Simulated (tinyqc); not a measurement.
Worked calculation: Shockley state of an s-p chain by decimation. Values are carried at full precision from step to step, so a last printed digit may differ when a step is redone from the rounded ones.

Each site has s at -d/2 and p at +d/2: H0 = diag(-d/2, d/2). The block to the next site on the right is H1 = [[-ts, u], [-u, tp]] (rows s, p of site n; columns s, p of site n + 1). Bulk: H(k) = [[-d/2 - 2 ts cos k, 2i u sin k], [-2i u sin k, d/2 + 2 tp cos k]]. The bands are inverted at k = pi if d < 2 (ts + tp).

Inputs chosen for the exercise:

| symbol | value | unit | meaning |
|---|---|---|---|
| d | 1.23 | eV | Ep - Es |
| ts | 0.82 | eV | s-s hopping |
| tp | 1.02 | eV | p-p hopping |
| u | 0.78 | eV | s-p hopping |
| E | 0.49 | eV | energy |
| eta | 0.05 | eV | broadening |

## Bulk bands

Levels and s weight of the lower band at k = j pi/6.

Bands:

| k/pi | lower (eV) | upper (eV) | s weight, lower |
|---|---|---|---|
| 0.000 | -2.2550 | 2.6550 | 1.000 |
| 0.167 | -2.1690 | 2.5154 | 0.971 |
| 0.333 | -1.9449 | 2.1449 | 0.875 |
| 0.500 | -1.6768 | 1.6768 | 0.683 |
| 0.667 | -1.4850 | 1.2850 | 0.390 |
| 0.833 | -1.4245 | 1.0781 | 0.109 |
| 1.000 | -1.4250 | 1.0250 | 0.000 |

The lower band is s-like at k = 0 and p-like at pi: the bands are inverted, and the gap is a hybridisation gap that can hold a Shockley state.

## First round of decimation

Decimation (Sancho-Rubio) at z = E + i eta: start with es = e = H0, A = H1, B = H1^T. Each round forms g = (z - e)^-1 and sets es += A g B, e += A g B + B g A, A = A g A, B = B g B, doubling the length covered. Stop when all |A| < 1e-10. Surface G = (z - es)^-1, bulk G = (z - e)^-1; densities -Im tr G/pi.

Carry out one round.

g (1/eV):
```
                s                p
s  0.9031-0.0409i           0.0000
p          0.0000  -6.8966-2.7586i
```

es (eV):
```
                 s                p
s  -4.2036-1.7058i  -4.9093-2.2209i
p  -4.9093-2.2209i  -6.0107-2.8949i
```

e (eV):
```
                 s                 p
s  -7.7922-3.4116i            0.0000
p           0.0000  -12.6364-5.7899i
```

A (eV):
```
                s                p
s  4.8031+1.6509i  -6.0645-2.1686i
p  6.0645+2.1686i  -7.7246-2.8452i
```

## Course of the decimation

All rounds.

Rounds:

| round | sites covered | largest \|A\| (eV) | surface density (1/eV) |
|---|---|---|---|
| 1 | 2 | 8.23 | 0.05992 |
| 2 | 4 | 0.0972 | 0.05428 |
| 3 | 8 | 0.00125 | 0.05427 |
| 4 | 16 | 1.36e-07 | 0.05427 |
| 5 | 32 | 8.24e-16 | 0.05427 |

surface G (1/eV):
```
                 s                p
s   0.9803-0.0863i  -0.8577+0.0591i
p  -0.8577+0.0591i   0.3470-0.0842i
```

densities (1/eV): surface 0.05427, bulk 0.02349

Converged in 5 rounds. E lies inside the bulk gap (-1.423 to 1.025 eV); once |A| is small it falls roughly as its square in each round, up to a factor.

## Checks

- Surface G against the Dyson relation G = (z - H0 - H1 G H1^T)^-1: they agree to 1e-10 or better.

Run: tinyqc, `OMP_NUM_THREADS=1 python tinyqc.py 1482074 1482075 out.jsonl`; Intel(R) Xeon(R) Processor @ 2.30GHz, one thread, shared host; about 0.2 s of CPU time with all checks.
